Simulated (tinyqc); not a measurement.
Width of the inclusion: polytypes by hexagonality, and a cubic inclusion as a quantum well.

Gap: E3 + (E2 - E3) h. Valence top Ev2 h and polarisation P2 h, both counted from 3C; Ec = Ev + gap.

A cubic inclusion of width L = N d in the host (h = 1) is a well of depth V = Ec(host) - Ec(3C). Square well with mass mismatch: k tan(k L/2) = (m_w/m_b) q, k = sqrt(m_w E/c), q = sqrt(m_b (V - E)/c), c = hbar^2/2m0, lowest root. The depth of the level, V - E, is its binding, and the transition to the valence top of the host is gap(host) - (V - E). The step in polarisation gives a field |F| = |P|/(eps eps0) in a thin inclusion, eps0 = 8.8541878e-12 F/m.

Constants: hbar^2/2m0 = 3.80998211 eV angstrom^2.

Inputs chosen for the exercise (of the order of those of InP; not measured data):

| symbol | value | unit | meaning |
|---|---|---|---|
| E3 | 1.415 | eV | gap of the cubic polytype |
| E2 | 1.477 | eV | gap of 2H |
| Ev2 | 0.041 | eV | valence top of 2H above that of 3C |
| P2 | -0.0022 | C/m^2 | spontaneous polarisation of 2H |
| m | (0.078, 0.077) | m0 | electron mass along c in the cubic layer and in the host |
| d | 3.39 | angstrom | thickness of a double layer |
| eps | 12.8 |  | dielectric constant |

Without the field: square well. With it, the potential inside is |F| (z - L/2), the host conduction edge lies at V - |F| L/2 on one side and V + |F| L/2 on the other, and the lowest level E_F is found by finite differences (step 0.25 angstrom, wide box, good to about 1 meV). Holes sit in the host on the high side, so the transition is gap(host) - V + E_F - |F| L/2. A dash: bound by less than 2 meV or not at all.

Results:

| N | L (angstrom) | depth (eV) | transition (eV) | depth below the low side, with field (eV) | transition with field (eV) |
|---|---|---|---|---|---|
| 2 | 6.78 | 0.002 | 1.475 | - | - |
| 4 | 13.56 | 0.009 | 1.468 | - | - |
| 6 | 20.34 | 0.017 | 1.460 | 0.003 | 1.434 |
| 10 | 33.90 | 0.035 | 1.442 | 0.010 | 1.401 |
| 15 | 50.85 | 0.054 | 1.423 | 0.016 | 1.362 |
| 20 | 67.80 | 0.066 | 1.411 | 0.019 | 1.327 |
| 30 | 101.70 | 0.081 | 1.396 | 0.020 | 1.260 |

The square well binds a level even at N = 2 (2 meV), as any symmetric one-dimensional well does; the depth grows to 81 of 103 meV, and the transition tends to E3 - Ev(host) = 1.374 eV. With the field the level is bound by 2 meV or more for N = 6, 10, 15, 20 and 30, and the transition is lowered by 25 meV at N = 6 and 137 meV at N = 30, where |F| L/2 = 99 meV. Free carriers or surface charge screen the field and the step between the two sides; with the field removed every row returns to its square-well depth, and the attraction to the hole, left out here, binds the electron further.

tinyqc: `OMP_NUM_THREADS=1 python tinyqc.py 1850217 1850218 out.jsonl`; about 0.09 s, one thread, shared Intel(R) Xeon(R) Processor @ 2.30GHz.
